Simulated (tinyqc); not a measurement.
Strain: hole subbands of a hard-walled well, four-band Luttinger model.

Hole energies are counted downwards from the unstrained band edge, c = hbar^2/2m0. After the usual block transformation one block is H = [[P + Q - Zs, R - i S], [R + i S, P - Q + Zs]] in (heavy, light), with P +/- Q = c [(g1 +/- g2) k^2 + (g1 -/+ 2 g2) kz^2], R = sqrt(3) c gR k^2, S = 2 sqrt(3) c g3 k kz, kz = -i d/dz; axial approximation gR = (g2 + g3)/2. Zs = b (e_par - e_perp) is the shear part of the strain (the hydrostatic part shifts all levels alike and is left out). Basis sqrt(2/L) sin(n pi z/L), n = 1 to N, for each component: kz^2 gives (n pi/L)^2 and the heavy-light block is R delta_nm - 2 sqrt(3) c g3 k D_nm with D_nm = 4 n m/(L (n^2 - m^2)) for n + m odd, 0 otherwise. The other block has the same levels. The split-off band is left out.

Constants: hbar^2/2m0 = 3.80998211 eV angstrom^2.

Inputs chosen for the exercise (near those of GaAs; not measured data): g1 = 6.89 (Luttinger gamma1); g2 = 2.04 (gamma2); g3 = 2.9 (gamma3); L = 175 angstrom (well width along [001]); Zlist = (-0.0172, -0.0127, -0.0063, -0.0035, 0, 0.005, 0.0123) eV (shear strain energies (negative: tension in the plane, for b < 0)).

N = 20. dE is the rise of the top subband from k = 0 to k1 = pi/(4L), m1 = c k1^2/dE (dash if dE is not positive), and the heavy weight is taken at k = pi/L.

Top subband:

| Zs (eV) | HH1 (meV) | LH1 (meV) | dE (meV) | heavy weight | m1 (m0) |
|---|---|---|---|---|---|
| -0.0172 | 20.7 | -3.7 | 0.154 | 0.085 | 0.500 |
| -0.0127 | 16.2 | 0.8 | 0.082 | 0.130 | 0.932 |
| -0.0063 | 9.8 | 7.2 | -0.188 | 0.268 | - |
| 0.0000 | 3.5 | 13.5 | 0.529 | 0.573 | 0.145 |
| 0.0050 | -1.5 | 18.5 | 0.558 | 0.823 | 0.137 |
| 0.0123 | -8.8 | 25.8 | 0.584 | 0.938 | 0.131 |

Give the missing row, Zs (eV) = -0.0035.

Computed row:
```
Zs (eV)  HH1 (meV)  LH1 (meV)  dE (meV)  heavy weight  m1 (m0)
-0.0035        7.0       10.0     0.471         0.380    0.163
```

HH1 and LH1 cross at Zs = -2 c g2 (pi/L)^2 = -0.0050 eV; for more negative Zs the light hole is on top. Among the rows with HH1 on top, m1 goes from 0.163 to 0.131 m0 as the splitting widens from 3 to 35 meV, against the unmixed 1/(g1 + g2) = 0.112: compression lightens the holes here. A dash marks a top subband whose hole energy at k1 lies below that at k = 0: an electron-like (negative) mass. m1 describes the neighbourhood of k = 0 only; where HH1 and LH1 lie close, the band may peak further out.

Run: tinyqc, `OMP_NUM_THREADS=1 python tinyqc.py 1251288 1251289 out.jsonl`; Intel(R) Xeon(R) Processor @ 2.30GHz, one thread, shared host; about 0.3 s of CPU time with all checks.
